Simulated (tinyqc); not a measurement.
# Band bending at a free surface with a continuum of surface states, surface photovoltage and Kelvin probe: effects of single changes

n-type bulk, xi = Ec - EF = Vt ln(Nc/Nd), p0 = ni^2/Nd, ni = sqrt(Nc Nv) exp(-Eg/(2 Vt)), Eg in volts. b is the upward band bending, u = b/Vt. Space charge per area, in units of q: Qc = sign(b) sqrt((2 eps0 eps_r Vt/q) [(Nd + dn)(exp(-u) - 1) + Nd u + (p0 + dn)(exp(u) - 1)]), with dn the excess density under light (flat quasi-Fermi levels; 0 in the dark). The states hold -Ds (E0 - xi - b): negative while the Fermi level lies above the neutrality level. Neutrality: Qc + Qf + (charge of the states) = 0.

Inputs (values chosen for the exercise); band and dielectric values close to those of silicon:
```
symbol,value,unit,meaning
T,300,K,temperature
Eg,1.11,eV,band gap
eps_r,11.9,,relative permittivity
Nc,2.76e19,cm^-3,conduction-band density of states at T
Nv,2.67e19,cm^-3,valence-band density of states at T
chi,4.05,eV,electron affinity
Nd,5.2e17,cm^-3,donor density
Qf,0,cm^-2,fixed positive charge at the surface
pt,4.6,eV,work function of the probe tip
Ds,4.6e12,cm^-2 eV^-1,density of surface states
E0,0.44,eV,depth of their neutrality level below the conduction edge
```

Constants: q = 1.602176634e-19 C, kB = 1.380649e-23 J/K, Vt = kB T/q, eps0 = 8.8541878128e-14 F/cm where lengths are in cm. Results are converted to the units shown.

Each table varies one quantity; the others keep the values above.

## Pinning by the surface states

b solves the neutrality condition in the dark.

Pinning by the surface states:
```
Ds (cm^-2 eV^-1),b (V),xi + b (eV),Qc (cm^-2)
6.7e10,0.001978,0.1047,2.247e10
1.8e11,0.005375,0.1081,5.975e10
5.1e11,0.01570,0.1184,1.640e11
1.4e12,0.04581,0.1485,4.081e11
3.9e12,0.1255,0.2281,8.262e11
1.1e13,0.2299,0.3326,1.181e12
2.9e13,0.2909,0.3936,1.346e12
8.1e13,0.3198,0.4225,1.418e12
```

b rises from 0.00198 to 0.320 V. The Fermi level moves towards E0 = 0.44 eV and is within 17.5 meV of it in the last row; it is half-way there at the Ds that solves Ds b = Qc(b) + Qf with b = (E0 - xi)/2, 5.86e12 cm^-2 eV^-1.

## Kelvin-probe contrast of the doping

Same model as above.

Work function chi + xi + b; contact potential difference CPD = (work function of the sample) - pt.

Kelvin-probe contrast of the doping:
```
Nd (cm^-3),xi (eV),b (V),CPD (mV)
1.3e14,0.3171,0.1201,-112.8
6.6e14,0.2751,0.1576,-117.4
3.3e15,0.2335,0.1883,-128.3
1.6e16,0.1927,0.2051,-152.2
7.9e16,0.1514,0.1969,-201.7
3.9e17,0.1101,0.1538,-286.1
1.9e18,0.06918,0.09127,-389.6
```

Read the table: what changes, and by how much?

xi falls by 248 mV over the table and the CPD by 277 mV; b goes from 0.120 through a maximum of 0.205 (at Nd = 1.6e16 cm^-3 among the rows listed) to 0.0913 V. Between the first two rows the CPD follows 10.9 % of the change of xi, and between the last two 253 %. It is below 100 % where b rises with the doping (pinning hides it). It exceeds 100 % where b falls as the doping rises.

Program tinyqc, `OMP_NUM_THREADS=1 python tinyqc.py 2430151 2430152 out.jsonl`; Intel Xeon 2.30GHz, shared host, one thread, about 0.01 s.
